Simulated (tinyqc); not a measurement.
Comparisons within one model: Kronig-Penney superlattice by transfer matrices. A value that a table varies takes the place of the one given here.

Wells (width a, potential 0, mass mw) alternate with barriers (width b, height V0, mass mb); period d = a + b; c = hbar^2/2m0. The vector (psi, psi'/m) is continuous, and a layer of thickness t carries it by M = [[cos kt, (m/k) sin kt], [-(k/m) sin kt, cos kt]] with k = sqrt(m (E - V)/c); for E < V, k = i kappa gives [[cosh, (m/kappa) sinh], [(kappa/m) sinh, cosh]] of kappa t. A Bloch state obeys cos(q d) = tr(Mb Mw)/2.

Constants: hbar^2/2m0 = 3.80998211 eV angstrom^2.

Values chosen for the exercise (near those of an InGaAs superlattice with barriers of InAlAs; the results hold for these values, not for the real material): a = 94 angstrom (well width); V0 = 0.536 eV (barrier height); mw = 0.0402 m0 (mass in the wells); mb = 0.0741 m0 (mass in the barriers); bs = (5, 7.5, 10, 13, 16, 20, 25) angstrom (barrier widths); b = 10 angstrom (barrier width).

## Barrier width

First miniband against b. m_z = -2 c f'/d^2 with f = tr M/2 at the bottom of the band. E1 is the level of the single well, kappa1 its decay constant in the barrier.

First miniband:
```
b (angstrom)  bottom (eV)  top (eV)  W (meV)   ln W  m_z (m0)
5.0                0.0220    0.0882    66.14  4.192    0.0442
7.5                0.0294    0.0815    52.13  3.954    0.0479
10.0               0.0351    0.0761    41.04  3.714    0.0530
13.0               0.0403    0.0711    30.76  3.426    0.0609
16.0               0.0442    0.0672    23.04  3.137    0.0715
20.0               0.0478    0.0635    15.66  2.751    0.0908
25.0               0.0508    0.0604    9.662  2.268     0.126
```

E1 = 0.0556 eV
kappa1 = 0.0967 1/angstrom

What can be read from the table?

W falls from 66.1 to 9.66 meV, and both edges close in on E1. The slope of ln W is -0.0952 per angstrom over the first two rows and -0.0966 over the last two, against -kappa1 = -0.0967: the width follows one power of the tunnelling amplitude once the wells couple weakly. m_z grows by a factor 2.9. Layers under about 10 angstrom are at the limit of envelope theory.

## From one barrier to a miniband

Transmission through N barriers separated by wells, between leads of the well material: T = 4/[(M11 + M22)^2 + (u M12 - M21/u)^2] with u = k/mw and M the product over all layers; twelve evenly spaced energies around the first miniband.

Transmission:
```
E (eV)    tr M/2 of a period  N = 1    N = 2     N = 4     N = 8
0.016628               2.666  0.131  0.00526  7.57e-06  1.56e-11
0.024089               1.923  0.176   0.0143  8.83e-05  3.38e-09
0.031551               1.276  0.216   0.0405   0.00207  6.15e-06
0.039012               0.717  0.251    0.140     0.981     0.928
0.046473               0.238  0.281    0.632     0.354     0.296
0.053935              -0.167  0.309    0.801     0.530     0.314
0.061396              -0.505  0.333    0.329     0.338     0.321
0.068858              -0.782  0.355    0.184     0.529     0.258
0.076319              -1.005  0.375    0.129    0.0345   0.00760
0.083780              -1.178  0.394    0.105   0.00918  8.21e-05
0.091242              -1.307  0.410   0.0924   0.00434  9.56e-06
0.098703              -1.396  0.425   0.0868   0.00282  2.83e-06
```

What can be read from the table?

5 of the energies lie in the miniband (|tr M/2| <= 1); there T for N = 8 runs between 0.258 and 0.928. In the gaps it falls with N: at E = 0.0987 eV from 0.00282 (N = 4) to 2.83e-06 (N = 8), a slope of ln T of -1.73 a period, against -2 arccosh|tr M/2| = -1.73.

## What each parameter does

Bottom and width of the first miniband, the gap above it, and m_z = -2 c f'/d^2 with f = tr M/2. Each row changes one parameter from the base and keeps the others.

Results:
```
case             bottom (eV)  width (meV)  gap (meV)  m_z (m0)
base                  0.0351         41.0       92.2    0.0530
a = 85 angstrom       0.0397         50.5      105.2    0.0524
b = 8 angstrom        0.0307         49.7       79.1    0.0488
V0 = 0.616 eV         0.0384         38.0      101.1    0.0552
mw = 0.0362 m0        0.0361         45.7       97.6    0.0480
mb = 0.063 m0         0.0354         44.1       89.3    0.0504
```

What can be read from the table?

The largest shifts from the base row, up to three for each result and ties (the steps differ in size, so this ranks the rows, not the parameters). bottom (eV): a +0.0046, b -0.0044, V0 +0.0033. width (meV): a +9.5, b +8.7, mw +4.7. gap (meV): b -13.1, a +13.0, V0 +8.9. m_z (m0): mw -0.0050, b -0.0041, mb -0.0025.

(tinyqc, `OMP_NUM_THREADS=1 python tinyqc.py 1252392 1252393 out.jsonl`, Intel(R) Xeon(R) Processor @ 2.30GHz, 1 thread, shared host, about 0.2 s.)
